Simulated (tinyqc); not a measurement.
# Resistance of a source-drain extension with a graded tip: what changes with what

y runs along the channel, the gate covers y > 0. The doping is N0 for y < y0 and N0 10^(-(y - y0)/la) beyond, uniform over the depth xj. Sheet conductance s(y) = q mu(N) max(N - Nch, 0) xj + (for y > 0) ma Cox Vo, with mu(N) = u0 + (u1 - u0)/(1 + (N/Nr)^au) and Cox = eps0 eox/tox. Current is taken as one-dimensional; depletion of the tip, spreading and the contact are left out. The metallurgical junction lies at yj, where N = Nch.

Values chosen for this exercise; mobility law close to that of electrons in silicon:
```
symbol,value,unit,meaning
eox,3.9,,relative permittivity of the gate insulator (close to silicon dioxide)
tox,1.8,nm,insulator thickness
N0,1.5e20,cm^-3,active doping of the extension far from the gate
la,3.8,nm/decade,lateral abruptness
y0,2.5,nm,position under the gate where the fall begins (gate edge at 0)
xj,17,nm,depth of the extension
Nch,3.4e17,cm^-3,channel doping
Ls,6,nm,spacer length
Vo,0.33,V,gate overdrive
ma,170,cm^2/(V s),mobility of the gate-induced layer
u1,1414,cm^2/(V s),mobility at low doping
u0,68.5,cm^2/(V s),mobility at high doping
Nr,9.2e16,cm^-3,reference doping
au,0.711,,exponent
Lg,50,nm,gate length
```

Constants: q = 1.602176634e-19 C, eps0 = 8.8541878128e-14 F/cm where lengths are in cm. Results are converted to the units shown.

Each table varies one quantity; the others keep the values above.

## Abruptness at a fixed junction position

R_spacer = integral of dy/s from -Ls to 0, R_ov from 0 to yj, R_channel = (Lg - 2 yj)/(ma Cox Vo), R_total = 2 R_spacer + 2 R_ov + R_channel. Electrical length L_eff = ma Cox dR_total/d(1/Vo); R_series = R_total - L_eff/(ma Cox Vo). y0 is moved with la so that yj stays at 12.550 nm.

The same in every row: yj (nm) = 12.55; R_channel (ohm um) = 231.4.

Results:
```
la (nm/decade)  R_spacer (ohm um)  R_ov (ohm um)  R_total (ohm um)  L_eff (nm)  R_series (ohm um)
1                           1.951          12.30             259.9       26.07              17.65
1.8                         1.951          18.99             273.2       26.98              22.55
2.6                         1.951          25.67             286.6       27.89              27.45
3.4                         1.951          32.36             300.0       28.80              32.35
4.2                         1.951          39.05             313.4       29.72              37.25
5                           1.986          45.70             326.7       30.63              42.16
6.6                         4.172          57.17             354.1       32.40              53.04
```

Estimate the missing row, la = 5.8 nm/decade.

Computed row:
```
la (nm/decade)  R_spacer (ohm um)  R_ov (ohm um)  R_total (ohm um)  L_eff (nm)  R_series (ohm um)
5.8                         2.618          51.82             340.2       31.53              47.31
```

With this row back in the table: As la goes from 1 to 6.6 nm/decade, R_total rises from 260 to 354 ohm um, R_spacer rises from 1.95 to 4.17 ohm um and R_ov rises from 12.3 to 57.2 ohm um. R_total changes on average by 16.8 ohm um for each nm/decade. L_eff exceeds the metallurgical length by 1.17 nm in the first row and 7.50 nm in the last, since the gate also controls the lightly doped tips.

## Effect of the depth of the extension

Same model as above.

The same in every row: yj (nm) = 12.55; R_channel (ohm um) = 231.4.

Results:
```
xj (nm)  R_spacer (ohm um)  R_ov (ohm um)  R_total (ohm um)  L_eff (nm)  R_series (ohm um)
4                    8.290          60.30             368.5       34.02              52.46
5.6                  5.921          54.30             351.8       32.78              47.21
7.7                  4.306          48.73             337.4       31.67              43.14
11                   3.015          42.69             322.8       30.52              39.20
15                   2.211          37.66             311.1       29.60              36.04
21                   1.579          32.51             299.5       28.72              32.73
40                  0.8290          23.73             280.5       27.34              26.46
```

Estimate the missing row, xj = 29 nm.

Computed row:
```
xj (nm)  R_spacer (ohm um)  R_ov (ohm um)  R_total (ohm um)  L_eff (nm)  R_series (ohm um)
29                   1.143          27.92             289.5       27.97              29.58
```

With this row back in the table: As xj goes from 4 to 40, R_total falls from 369 to 280 ohm um, L_eff falls from 34.0 to 27.3 nm and R_series falls from 52.5 to 26.5 ohm um.

Program tinyqc, `OMP_NUM_THREADS=1 python tinyqc.py 2282233 2282234 out.jsonl`; Intel Xeon 2.30GHz, shared host, one thread, about 0.03 s.
